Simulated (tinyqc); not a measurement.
From one set of inputs to another, one input at a time: rapid thermal processing of a wafer: radiative balance, ramp and cooling, pattern effects, pyrometer error and spike budget. Computed by tinyqc, a small Python program. Command: `OMP_NUM_THREADS=1 python tinyqc.py 3112031 3112032 out.jsonl rtp ladder`. One thread of a shared host (Intel(R) Xeon(R) Processor @ 2.30GHz), about 0.1 s of CPU time with the checks.

The wafer is opaque and uniform through its thickness unless said otherwise; temperatures in formulas are in kelvin (C + 273.15). sigma = 5.670374419e-12 W/(cm^2 K^4).

The inputs printed are set A. Inputs not listed in the table keep their values of set A, so the rows need not describe a real material.

Inputs (values chosen for the exercise, modelled on a hot silicon wafer):
```
quantity                                              value         unit
wafer thickness d                                       725   micrometre
heat capacity per volume C                             2.08   J/(cm^3 K)
thermal conductivity k                                 0.27     W/(cm K)
emissivity eps of each face                            0.69            -
reflectivity of the chamber walls r                    0.29            -
gas heat-transfer coefficient h, both faces together    1.1  mW/(cm^2 K)
wall temperature T_w                                    500            K
process temperature                                    1030            C
starting temperature                                    450            C
ramp rate                                                65          K/s
relative change of absorptivity over a pattern          1.9            %
period of the pattern                                   1.1           mm
activation energy of the process E_a                      2           eV
```

Constants: k_B = 8.617333262e-05 eV/K.

Method:
- Effective emissivity between parallel grey plates: eps_eff = 1/(1/eps + 1/(1 - r) - 1). Loss per area q(T) = 2 eps_eff sigma (T^4 - T_w^4) + h (T - T_w).
- Absorbed power during a ramp = q(T) + C d x ramp rate; thermal time constant tau = C d/(dq/dT), dq/dT = 8 eps_eff sigma T^3 + h; natural cooling rate q/(C d); front-to-back difference under one-sided heating at the end of the ramp = (absorbed power) d/(2 k).
- Cooling with the lamps off: C d dT/dt = -q(T), integrated adaptively (relative tolerance 1e-10).
- Spike anneal: linear ramp to the peak, then lamps off. Equivalent time at the peak = int exp(-(E_a/k_B)(1/T - 1/T_peak)) dt; estimate (k_B T^2/E_a)(1/ramp rate + 1/cooling rate). The ramp part uses 4000 trapezoid steps, the cooling part 4000 steps over 4 tau.
- Time within 50 K of the peak from the same curves.
- At steady state a sinusoidal change of absorbed power of relative amplitude a and period p gives the temperature amplitude a q/(dq/dT + k d (2 pi/p)^2); healing length l = sqrt(k d/(dq/dT)); process change = E_a dT/(k_B T^2). Emissivity is taken as unchanged.

Each row keeps all changes above it:
```
input moved                                                         from    to  time constant tau (s)  equivalent time, total (s)  amplitude (K)
set A                                                                  -     -                 2.7349                      1.6976      0.0053821
activation energy of the process E_a (eV)                              2  3.46                 2.7349                      0.9876      0.0053821
emissivity eps of each face                                         0.69  0.55                 3.2651                      1.0575      0.0045345
thermal conductivity k (W/(cm K))                                   0.27  0.24                 3.2651                      1.0575      0.0051009
reflectivity of the chamber walls r                                 0.29  0.32                 3.3540                      1.0691      0.0049705
gas heat-transfer coefficient h, both faces together (mW/(cm^2 K))   1.1   3.5                 3.1840                      1.0129      0.0056149
wafer thickness d (micrometre)                                       725   775                 3.4036                      1.0406      0.0052529
ramp rate (K/s)                                                       65   330                 3.4036                      0.5490      0.0052529
```

Where does the difference come from?

Time constant tau goes from 2.73 to 3.40, a factor 1.24 in all. The largest single move comes from emissivity eps of each face (a factor 1.19), and gas heat-transfer coefficient h, both faces together works against it (a factor 0.949). Equivalent time, total goes from 1.70 to 0.549, a factor 0.323 in all. The largest single move comes from ramp rate (a factor 0.528), and emissivity eps of each face works against it (a factor 1.07). Amplitude goes from 0.00538 to 0.00525, a factor 0.9760 in all. The largest single move comes from emissivity eps of each face (a factor 0.843), and gas heat-transfer coefficient h, both faces together works against it (a factor 1.13). The single moves hold for this order of the switches; the total does not depend on the order.

Extremes, crossings and ranges named in words are read from the listed rows.
